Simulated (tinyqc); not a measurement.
Inter-valley coupling by envelope functions against a chain of atomic planes: sweeps and comparisons. A value that a table varies takes the place of the one given here.

Chain: E(phi) = e0 + 2 v cos(phi) + 2 u cos(2 phi), cos(phi0) = -v/(4u), e0 = 2u + v^2/(4u); plane j = 0, 1, ... has the potential V_j = dE x_j + F (j - 30) a/4 (1 MV/m = 1e-4 V/angstrom). There are 30 barrier planes a side; with y = j - 29.5, x_j = xb (f(y) + f(Nw - y)), f(y) = 1/(1 + exp(y/L)), plus any Ge added in the well. The valley splitting is the spacing of the two lowest levels. Envelope theory: F_j solves a one-valley chain with hopping -b and diagonal 2b + V_j, b = 4u sin^2(phi0), sum F_j^2 = 1; the valleys couple by Dv = sum_j F_j^2 V_j exp(-2 i phi0 j) and split by 2|Dv|.

Inputs chosen for the exercise (near those of the Delta valleys of silicon in a SiGe well; not measured data): a = 5.431 angstrom (lattice constant; planes lie a/4 apart); u = 0.617 eV (second-neighbour hopping); v = 0.721 eV (nearest hopping); Nw = 58 (planes in the well); L = 1.5 planes (interface width); xb = 0.35 (Ge fraction of the barriers); dE = 0.59 eV (offset per unit Ge fraction); F = 8 MV/m (field); xs = 0.1 (Ge fraction added on that plane); xw = 0.004 (mean Ge fraction of the wiggle); x0 = 5587 (start of the number sequence); na = 20000 (atoms a plane under the dot); js = 67 (plane j of a Ge spike (the well starts at j = 30)).

## Position of the spike

The spike is moved through the well; position counted from the first well plane, j - 30.

Against position:

| j - 30 | F_j^2, smooth | mean of the doublet (meV) | splitting, chain (micro-eV) | envelope | first order |
|---|---|---|---|---|---|
| 3 | 0.01299 | 30.39 | 1253 | 1228 | 1532 |
| 7 | 0.02936 | 31.15 | 2775 | 2724 | 3465 |
| 12 | 0.04370 | 31.94 | 4353 | 4306 | 5156 |
| 17 | 0.04363 | 32.04 | 4538 | 4503 | 5149 |
| 23 | 0.03080 | 31.30 | 3067 | 3044 | 3634 |
| 29 | 0.01637 | 30.53 | 1527 | 1508 | 1932 |
| 38 | 0.00414 | 29.95 | 375 | 369 | 489 |
| 46 | 0.00080 | 29.80 | 75 | 74 | 95 |
| 55 | 0.00005 | 29.77 | 5 | 5 | 6 |

What does this show?

The splitting is largest at plane 17 among these rows (4538 micro-eV), and the smooth envelope peaks at plane 14, counting all planes; without a spike it is 0.15. Where the splitting exceeds 20 micro-eV the envelope theory lies within 2.0 % of the chain and first order within 30 %.

## A periodic Ge profile (wiggle well)

periods (planes): pi/phi0 1.68246, pi/(pi - phi0) 2.46528

Added fraction xw (1 - cos(2 pi (j - 30)/p)) on the well planes; p = f times the resonant period pi/(pi - phi0). At resonance the estimate is dE xw.

Against period:

| f | p (planes) | mean of the doublet (meV) | splitting, chain (micro-eV) | envelope |
|---|---|---|---|---|
| 0.90 | 2.2188 | 32.10 | 178 | 194 |
| 0.95 | 2.3420 | 32.08 | 1163 | 1198 |
| 0.98 | 2.4160 | 32.10 | 2088 | 2103 |
| 0.99 | 2.4406 | 32.10 | 2269 | 2270 |
| 1.00 | 2.4653 | 32.11 | 2337 | 2324 |
| 1.01 | 2.4899 | 32.10 | 2289 | 2264 |
| 1.02 | 2.5146 | 32.10 | 2140 | 2105 |
| 1.05 | 2.5885 | 32.08 | 1376 | 1329 |
| 1.10 | 2.7118 | 32.09 | 410 | 381 |
| 1.50 | 3.6979 | 32.10 | 7 | 6 |
| 3.00 | 7.3959 | 32.11 | 1 | 1 |

How do the results move?

The splitting peaks at f = 1 with 2.34 meV, against the estimate dE xw = 2.36 meV, and is 0.89 and 0.92 of the value at f = 1 two per cent off to either side: the width of the resonance is set by the number of periods under the envelope. At f = 3 it is 1 micro-eV. The chain has one orbital a plane and knows only this resonance; longer periods that work through other bands are outside it.

## Random alloy fluctuations

A uniform fraction x is added on all planes. Each plane j then fluctuates by q sqrt(x_j (1 - x_j)/na) in Ge fraction, q = sqrt12 (z/2147483647 - 1/2) with z(new) = 16807 z mod 2147483647 from x0, restarted for each row; 24 samples. Theory: Dv is a complex Gaussian with sigma^2 = dE^2 sum F_j^4 x_j (1 - x_j)/na, and the mean splitting is sqrt(pi) sigma if the smooth part is negligible.

Splitting (micro-eV):

| x | sigma | sqrt(pi) sigma | mean of 24 | least | largest |
|---|---|---|---|---|---|
| 0.00 | 24.6 | 43.5 | 46.3 | 13.2 | 89.2 |
| 0.01 | 78.5 | 139.1 | 157.7 | 12.8 | 270.1 |
| 0.02 | 107.7 | 190.9 | 214.2 | 24.2 | 381.4 |
| 0.05 | 165.0 | 292.5 | 325.3 | 46.3 | 597.0 |
| 0.10 | 226.0 | 400.5 | 443.5 | 69.2 | 824.5 |

What can be read from the table?

Without added Ge the disorder sits in the barriers, where the state is small: mean 46.3 micro-eV, against 0.15 for the smooth well. With 5 % Ge in the well the mean is 325, theory 293, with a statistical error of about 11 % for 24 samples; the miss is +11 %, and since every row reuses one sequence the rows with added Ge miss alike. The spread grows with the mean: at 5 % the samples run from 46 to 597, so small splittings remain possible. sigma falls as 1/sqrt(na) for larger dots. A chain with one orbital a plane has no Bloch-function factor, which scales all these couplings down in fuller models.

## What each parameter does

Chain with the spike on plane js. Each row changes one parameter from the base and keeps the others.

Results:

| case | level (meV) | splitting (micro-eV) |
|---|---|---|
| base | 29.990 | 447.7 |
| Nw = 64 | 29.974 | 455.0 |
| L = 2 planes | 31.042 | 512.8 |
| xb = 0.4 | 30.363 | 472.7 |
| dE = 0.649 eV | 30.276 | 500.7 |
| F = 10 MV/m | 34.357 | 286.1 |
| js = 70 | 29.896 | 260.5 |
| xs = 0.13 | 30.038 | 544.7 |

What can be read from the table?

The largest shifts from the base row, up to three for each result and ties (the steps differ in size, so this ranks the rows, not the parameters). level (meV): F +4.367, L +1.052, xb +0.373. splitting (micro-eV): js -187.2, F -161.5, xs +97.0.

Program tinyqc; command `OMP_NUM_THREADS=1 python tinyqc.py 1480873 1480874 out.jsonl`; about 0.08 s on one thread of a shared Intel(R) Xeon(R) Processor @ 2.30GHz.
